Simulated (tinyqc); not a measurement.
Avalanche multiplication and breakdown of a junction from ionisation integrals: one step, computed by the program tinyqc. Command: `OMP_NUM_THREADS=1 python tinyqc.py 3014632 3014633 out.jsonl impact walk`. One thread of a shared host (Intel(R) Xeon(R) Processor @ 2.30GHz), about 0.01 s of CPU time with the checks.

Ionisation coefficients follow the local field. Position x runs through the depletion layer from the p side (x = 0), where electrons enter, to the n side (x = w), where holes enter. The built-in voltage is neglected.

Question. Coefficients at the critical field. alpha_n = a_n exp(-(b_n/F)^c), alpha_p = a_p exp(-(b_p/F)^c).

Inputs (values chosen for the exercise, modelled on GaN):

| quantity | value | unit |
|---|---|---|
| electron prefactor a_n | 4.63e+08 | 1/cm |
| electron field b_n | 3.36e+07 | V/cm |
| hole prefactor a_p | 7.61e+06 | 1/cm |
| hole field b_p | 1.51e+07 | V/cm |
| exponent c | 1 | - |

Junction: p-i-n with uniform field.

critical field F_m = 2.678319 MV/cm

Give: alpha_n; alpha_p; ratio k = alpha_p/alpha_n; shorter ionisation length.

Answer.

alpha_n = 1649 1/cm

alpha_p = 27095 1/cm

ratio k = alpha_p/alpha_n = 16.43

shorter ionisation length = 0.3691 micrometre
